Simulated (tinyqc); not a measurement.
Optical gain and spontaneous emission in a bulk direct-gap semiconductor: one step. Quasi-Fermi levels. Three cases, with inputs chosen for the exercise.

Problem. Solve for Fc and Fv.

F_j(eta) = (1/Gamma(j + 1)) integral_0^infinity x^j dx/(1 + exp(x - eta)), which tends to exp(eta) for eta << 0.

Quasi-Fermi levels: n = Nc F_1/2(Fc/kT) and p = Nv F_1/2(Fv/kT), Fc counted up from the conduction edge and Fv down from the valence edge; Nc, Nv from N = 2 (m kB T/(4 pi c))^(3/2) with c = hbar^2/2m0, in 1/angstrom^3; times 1e24 for 1/cm^3, with me and (mhh^(3/2) + mlh^(3/2))^(2/3).

Constants: hbar^2/2m0 = 3.80998211 eV angstrom^2; kB = 8.617333262e-05 eV/K.

Case 1.

Values chosen (near those of GaAs; not measured data):
- me = 0.0689 m0 (electron mass)
- mhh = 0.483 m0 (heavy-hole mass)
- mlh = 0.0792 m0 (light-hole mass)
- n = 1.5e+18 1/cm^3 (injected density, n = p)
- T = 350 K

Case 2.

Values chosen (near those of InGaAs; not measured data):
- me = 0.0394 m0 (electron mass)
- mhh = 0.475 m0 (heavy-hole mass)
- mlh = 0.0506 m0 (light-hole mass)
- n = 2.7e+18 1/cm^3 (injected density, n = p)
- T = 350 K

Case 3.

Values chosen (near those of GaAs; not measured data):
- me = 0.0647 m0 (electron mass)
- mhh = 0.514 m0 (heavy-hole mass)
- mlh = 0.0851 m0 (light-hole mass)
- n = 3.5e+18 1/cm^3 (injected density, n = p)
- T = 300 K

Give: kT; Nc; Nv; Fc; Fv; Fc + Fv.

Solution.

Case 1.

kT = 0.030161 eV
Nc = 5.719e+17 1/cm^3
Nv = 1.132e+19 1/cm^3
Fc = 0.0561 eV
Fv = -0.0595 eV
Fc + Fv = -0.0034 eV

The separation of the quasi-Fermi levels is below the gap, so there is no gain at any energy. The quasi-Fermi level of the electrons lies inside the band, that of the holes in the gap.

Case 2.

kT = 0.030161 eV
Nc = 2.473e+17 1/cm^3
Nv = 1.071e+19 1/cm^3
Fc = 0.1751 eV
Fv = -0.0389 eV
Fc + Fv = 0.1362 eV

The separation of the quasi-Fermi levels exceeds the gap, so photons between Eg and Eg + (Fc + Fv) see gain. The quasi-Fermi level of the electrons lies inside the band, that of the holes in the gap.

Case 3.

kT = 0.025852 eV
Nc = 4.130e+17 1/cm^3
Nv = 9.870e+18 1/cm^3
Fc = 0.1254 eV
Fv = -0.0236 eV
Fc + Fv = 0.1018 eV

The separation of the quasi-Fermi levels exceeds the gap, so photons between Eg and Eg + (Fc + Fv) see gain. The quasi-Fermi level of the electrons lies inside the band, that of the holes in the gap.

Computed by tinyqc, one run a case: `OMP_NUM_THREADS=1 python tinyqc.py N N+1 out.jsonl` with N = 1652489, 1652688, 1652787; one thread of a shared Intel(R) Xeon(R) Processor @ 2.30GHz, about 0.1 s a run at most.
